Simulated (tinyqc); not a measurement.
Extrapolating accelerated tests: lateral field, substrate current, probability of reaching the oxide barrier and hot-carrier lifetime of a silicon transistor (pseudo-two-dimensional and lucky-electron models). Computed by tinyqc, a small Python program. Command: `OMP_NUM_THREADS=1 python tinyqc.py 3016085 3016086 out.jsonl hotcar walk`. One thread of a shared host (Intel(R) Xeon(R) Processor @ 2.30GHz), about 0.01 s of CPU time with the checks.

Local-field models: a lucky carrier gains its energy at the peak field over a path free of collisions. Voltages are magnitudes.

Inputs (values chosen for the exercise, modelled on a silicon p-channel): channel length L = 340 nm; oxide thickness t = 7.2 nm; junction depth x_j = 61 nm; mobility mu = 110 cm^2/(V s); saturation velocity v_s = 0.71 1e7 cm/s; threshold voltage V_T = 0.54 V; gate voltage V_G = 2.1 V; drain voltage V_D = 3.6 V; ionisation prefactor A_i = 8.7e+06 1/cm; ionisation field B_i = 3.68 MV/cm; hot-carrier mean free path lambda = 5.4 nm; oxide barrier phi_b = 4.6 eV; interface-trap threshold phi_it = 4.7 eV; lifetime constant H = 1000 s microampere/micrometre.

Drain: abrupt.

Constants: eps_0 = 8.8541878128e-12 F/m.

Method:
- C_ox = 3.9 eps_0/t; F_sat = 2 v_s/mu; V_Dsat = V_ov F_sat L/(V_ov + F_sat L), V_ov = V_G - V_T; I_D/W = C_ox v_s (V_ov - V_Dsat).
- Scale length l = 0.22 t^(1/3) x_j^(1/2) (all in cm); F_m = sqrt(((V_D - V_Dsat)/l_e)^2 + F_sat^2), with l_e = l; length of the velocity-saturated region l_e ln((V_D - V_Dsat)/(l_e F_sat) + F_m/F_sat).
- Substrate current I_sub/I_D = (A_i/B_i)(V_D - V_Dsat) exp(-B_i/F_m); probability of reaching the oxide barrier exp(-phi_b/(e lambda F_m)); lifetime tau = (H/(I_D/W)) exp(phi_it/(e lambda F_m)).
- V_10 solves tau = 3.156e8 s at the given V_G. The extrapolation fits ln(tau) against 1/V_D at 1, 1.08, 1.16 and 1.25 times the given V_D (rounded to 3 digits) by least squares and reads off the same tau.

V_Dsat = 1.15093 V

Stress points:
```
V_D (V)  1/V_D (1/V)     tau (s)
3.60         0.27778  1.3695e+08
3.89         0.25707  2.5496e+07
4.18         0.23923  6.4055e+06
4.50         0.22222  1.8127e+06
```

ten-year drain voltage V_10 = 3.4760 V

V_10 from the 1/V_D extrapolation = 3.4613 V

The extrapolation is 15 mV below the true value: ln(tau) is nearly linear in 1/(V_D - V_Dsat), not in 1/V_D, so the straight line errs on the safe side when one extrapolates down. At V_10 the available energy e V_D is below phi_it, so the model understates the lifetime there.

Extremes, crossings and ranges named in words are read from the listed rows.
